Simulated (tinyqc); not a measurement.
# Resistance of a tapered via with liner, size effect and interface: what changes with what

A round via whose diameter grows from db at the bottom as D(z) = db + 2 z/tan(ang). The fill, of diameter D - 2 tl, starts above the bottom liner (thickness fb tl) and has rho = rho0 (1 + ks lam/(D - 2 tl)); the sidewall liner conducts in parallel with it. The bottom liner and the interface are crossed over the full area pi db^2/4. Spreading in the lines above and below is left out.

Inputs (values chosen for the exercise); fill metal close to cobalt:
- db = 55 nm (diameter at the bottom)
- hv = 130 nm (height)
- ang = 85 degrees (sidewall angle)
- rho0 = 6.04 uohm cm (bulk resistivity of the fill)
- lam = 12 nm (mean free path of the fill)
- ks = 1 (size-effect factor)
- tl = 1.2 nm (liner on the sidewall)
- fb = 0.5 (liner at the bottom over that on the sidewall)
- rl = 400 uohm cm (resistivity of the liner)
- ri = 7.9e-13 ohm cm^2 (interface resistivity at the bottom)
- Sb = 1e15 S/m^2 (ballistic conductance per area, about 3/(4 rho0 lam))
- rho2 = 5.42 uohm cm (bulk resistivity of the second fill (close to molybdenum))
- lam2 = 11.5 nm (its mean free path)
- tl2 = 0.6 nm (its liner)

Each table varies one quantity; the others keep the values above.

## Via resistance against the diameter at the bottom

Slices between z0 = fb tl and hv, evaluated at their midpoints: conductance per length pi/4 [(D - 2 tl)^2/rho + (D^2 - (D - 2 tl)^2)/rl], slice resistance = slice height over that. 2000 slices. R_fill = sum of the slices; R_bottom = rl fb tl/(pi db^2/4); R_interface = ri/(pi db^2/4); ballistic (Sharvin) limit 1/(Sb pi (db - 2 tl)^2/4); ideal cylinder rho0 hv/(pi db^2/4).

Results:
```
db (nm),R_fill (ohm),R_bottom (ohm),R_interface (ohm),R (ohm),ballistic limit (ohm),R over ideal cylinder,largest part
6,276.0,84.88,2.794,363.7,98.24,1.310,fill
8.3,125.0,44.36,1.460,170.8,36.58,1.177,fill
16,31.81,11.94,0.3929,44.14,6.884,1.130,fill
22,17.17,6.314,0.2078,23.70,3.314,1.147,fill
30,9.502,3.395,0.1118,13.01,1.671,1.171,fill
42,5.005,1.732,0.05702,6.794,0.8119,1.199,fill
58,2.697,0.9084,0.02990,3.635,0.4119,1.223,fill
80,1.450,0.4775,0.01572,1.943,0.2114,1.244,fill
```

Estimate the missing row, db = 11 nm.

Computed row:
```
db (nm),R_fill (ohm),R_bottom (ohm),R_interface (ohm),R (ohm),ballistic limit (ohm),R over ideal cylinder,largest part
11,67.75,25.25,0.8313,93.83,17.22,1.136,fill
```

With this row back in the table: R falls from 364 to 1.94 ohm. The fill is the largest part at db = 6 and in all other rows. R goes as db^(-2.33) between the first two rows and db^(-1.95) between the last two; area alone gives -2.

## Via resistance against the sidewall angle

Same model as above.

2000 slices.

The same in every row: R_bottom (ohm) = 1.010; R_interface (ohm) = 0.03325; ballistic limit (ohm) = 0.4602.

Via resistance against the sidewall angle:
```
ang (degrees),R_fill (ohm),R (ohm),R over ideal cylinder,largest part
90,4.410,5.453,1.650,fill
89,4.028,5.071,1.535,fill
88,3.706,4.750,1.437,fill
87,3.432,4.475,1.354,fill
86,3.194,4.237,1.282,fill
84,2.803,3.847,1.164,fill
82,2.495,3.539,1.071,fill
```

What does the comparison show?

R falls from 5.45 to 3.54 ohm. The fill is the largest part at ang = 90 and in all other rows. The share of the two bottom terms goes from 19.1 to 29.5 %.

## Two fill metals against the diameter

2000 slices. R_fill = sum of the slices; R_bottom = rl fb tl/(pi db^2/4); R_interface = ri/(pi db^2/4). The second fill has rho2, lam2 and tl2 in place of rho0, lam and tl.

Results:
```
db (nm),"R, first fill (ohm)","R, second fill (ohm)",ratio second/first
6,363.7,203.5,0.5595
8.5,162.1,102.0,0.6289
12,78.50,52.97,0.6748
17,39.18,27.73,0.7078
24,20.02,14.66,0.7321
35,9.662,7.269,0.7523
49,5.042,3.862,0.7660
100,1.255,0.9861,0.7855
```

Estimate the missing row, db = 70 nm.

Computed row:
```
db (nm),"R, first fill (ohm)","R, second fill (ohm)",ratio second/first
70,2.521,1.959,0.7772
```

With this row back in the table: The ratio goes from 0.560 to 0.785. The second fill gives the lower R in every row.

Numbers from tinyqc (`OMP_NUM_THREADS=1 python tinyqc.py 2750130 2750131 out.jsonl`; about 0.01 s on one thread of a shared Intel Xeon 2.30GHz).
